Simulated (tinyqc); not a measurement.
From results back to parameters: band offset of a heterojunction with an interface dipole (two-band chains, self-consistent charge). Five cases, with inputs chosen for the exercise.

Problem. D0 is the offset of the mid-gaps without dipole, chi the charge moved per eV of offset and u the potential step per electron moved. In linear response the valence offset is S D0 - (G2 - G1)/2 with S = 1/(1 + u chi/2). Two interfaces between the same crystals differ in D0 by a known amount, as from a layer of fixed dipoles; their offsets come from hidden S and D0.

Find: S; D0 of the first; u.

Method. S is the change of the offset over the change of D0; then D0 = (offset + (G2 - G1)/2)/S and u = 2 (1/S - 1)/chi.

Case 1.

Values chosen (out of a larger set: gaps near those of GaAs and AlAs; the chains and D0 are free models, so the offsets are not those of the real pair; not measured data): G1 = 1.49 eV (gap on the left); G2 = 2.28 eV (gap on the right).

chi = 0.28239 1/eV

valence offsets (eV): first -0.53210, second -0.23962

D0(second) - D0(first) = 0.64 eV

Solution.

S = 0.457
D0 of the first = -0.30 eV
u = 8.4 eV

Case 2.

Values chosen (out of a larger set: gaps near those of Si and Ge; the chains and D0 are free models, so the offsets are not those of the real pair; not measured data): G1 = 1.15 eV (gap on the left); G2 = 0.73 eV (gap on the right).

chi = 0.57193 1/eV

valence offsets (eV): first 0.09178, second 0.38476

D0(second) - D0(first) = 0.57 eV

Solution.

S = 0.514
D0 of the first = -0.23 eV
u = 3.3 eV

Case 3.

Values chosen (out of a larger set: gaps near those of GaAs and AlAs; the chains and D0 are free models, so the offsets are not those of the real pair; not measured data): G1 = 1.48 eV (gap on the left); G2 = 2.17 eV (gap on the right).

chi = 0.29016 1/eV

valence offsets (eV): first -0.67650, second -0.04886

D0(second) - D0(first) = 1.42 eV

Solution.

S = 0.442
D0 of the first = -0.75 eV
u = 8.7 eV

Case 4.

Values chosen (out of a larger set: gaps near those of SiC and SiO2; the chains and D0 are free models, so the offsets are not those of the real pair; not measured data): G1 = 3.1 eV (gap on the left); G2 = 8.77 eV (gap on the right).

chi = 0.06654 1/eV

valence offsets (eV): first -3.02360, second -2.51520

D0(second) - D0(first) = 0.62 eV

Solution.

S = 0.820
D0 of the first = -0.23 eV
u = 6.6 eV

Case 5.

Values chosen (out of a larger set: gaps near those of Si and GaP; the chains and D0 are free models, so the offsets are not those of the real pair; not measured data): G1 = 1.11 eV (gap on the left); G2 = 2.31 eV (gap on the right).

chi = 0.31326 1/eV

valence offsets (eV): first -0.81684, second -0.14964

D0(second) - D0(first) = 1.20 eV

Solution.

S = 0.556
D0 of the first = -0.39 eV
u = 5.1 eV

Computed by tinyqc, one run a case: `OMP_NUM_THREADS=1 python tinyqc.py N N+1 out.jsonl` with N = 1480565, 1480670, 1480697, 1480738, 1480813; one thread of a shared Intel(R) Xeon(R) Processor @ 2.30GHz, about 0.7 s a run at most.
